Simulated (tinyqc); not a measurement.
# Thickness and doping from the maximum and minimum capacitance

Problem. A MOS capacitor has Cmax = Cox = eps0 eox/tox and 1/Cmin = 1/Cox + Wm/(eps0 eps_r), with Wm = sqrt(4 eps0 eps_r Vt ln(N/ni)/(q N)) and N well above ni. Find tox, Wm and N.

Values chosen for this exercise; band and dielectric values close to those of silicon: temperature T = 293 K; relative permittivity eps_r = 11.6; relative permittivity of the gate insulator (close to silicon dioxide) eox = 3.9.

Constants: q = 1.602176634e-19 C, kB = 1.380649e-23 J/K, Vt = kB T/q, eps0 = 8.8541878128e-14 F/cm where lengths are in cm. Results are converted to the units shown.

Cmax = 0.75068114 uF/cm^2
Cmin = 0.18302990 uF/cm^2
ni = 9.1613615e9 cm^-3

Solution. Cmax gives tox and the series difference Wm. N follows by iterating N = 4 eps0 eps_r Vt ln(N/ni)/(q Wm^2); ln(N/ni)/N falls steadily for N > e ni, so there is one root in that range.

tox = 4.60 nm
Wm = 42.4 nm
N = 6.50e17 cm^-3

tinyqc, about 0.06 s, one thread, Intel Xeon 2.30GHz (shared host): `OMP_NUM_THREADS=1 python tinyqc.py 2060148 2060149 out.jsonl`
